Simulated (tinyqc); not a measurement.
# Energy and delay of logic against supply voltage, step by step

tinyqc, about 0.01 s, one thread, Intel Xeon 2.30GHz (shared host): `OMP_NUM_THREADS=1 python tinyqc.py 2082085 2082086 out.jsonl` Printed values are rounded.

One expression serves below and above threshold: I(Vg) = Ik [ln(1 + exp((Vg - VT + dd V)/(al nf Vt)))]^al, with I_on = I(V) and I_off = I(0). Gate delay td = kd C V/I_on, clock period LD td. Per gate and cycle the switching energy is act C V^2 and the leakage energy I_off V LD td. No short-circuit current, no variation. Minima are sought above 0.09 V; below a few Vt gates no longer switch and the model has no meaning.

Inputs (values chosen for the exercise); values of the order met in logic technologies:
- T = 300 K (temperature)
- VT = 0.26 V (threshold voltage at zero drain bias)
- nf = 1.26 (slope factor)
- dd = 0.04 (barrier lowering per volt of supply)
- Ik = 1.5 uA (specific current of a gate)
- al = 1.85 (exponent of the current law)
- C = 1.1 fF (load capacitance of a gate)
- kd = 0.6 (delay factor)
- LD = 30 (logic depth)
- act = 0.3 (activity factor)
- V = 0.92 V (supply voltage)

Constants: q = 1.602176634e-19 C, kB = 1.380649e-23 J/K, Vt = kB T/q. Results are converted to the units shown.

Range of the model: At a supply of a few Vt gates lose their noise margin, and variation, left out here, decides whether they work.

## Currents, delay and energies

I_on, I_off, td, clock frequency 1/(LD td), both energies and their sum.

I_on = 138.923 uA
I_off = 1.55035 nA
td = 4.37076 ps
clock frequency = 7.62644 GHz
switching energy = 279.312 aJ
leakage energy = 0.187023 aJ
energy = 279.499 aJ

I_on/I_off = 89600; leakage makes up 0.0669 % of the energy.

## Starting value

V = 0.17 V.

V at the start = 0.17 V

## Iteration 1: new V

Minimum-energy supply: E(V) is the energy per gate and cycle; with h = 0.001 V, E' = (E(V + h) - E(V - h))/(2 h), E'' = (E(V - h) - 2 E(V) + E(V + h))/h^2, V(new) = V - E'/E''.

E' = 53.2604 aJ/V
E'' = 1499.37 aJ/V^2
V after iteration 1 = 0.134478 V

## Iteration 2: new V

As before.

E' = -0.255876 aJ/V
E'' = 1381.00 aJ/V^2
V after iteration 2 = 0.134664 V

## Course of the iteration

Stop when the step is below 1e-9 V, or after 40 iterations.

Course of the iteration:

| iteration | V before the step (V) | step (V) |
|---|---|---|
| 1 | 0.17 | -0.0355 |
| 2 | 0.134478 | 1.85e-4 |
| 3 | 0.134664 | -2.03e-7 |
| 4 | 0.134663 | -1.46e-11 |

Converged in 4 iterations. There leakage makes up 51.7 % of the energy and the clock runs at 12.6 MHz.
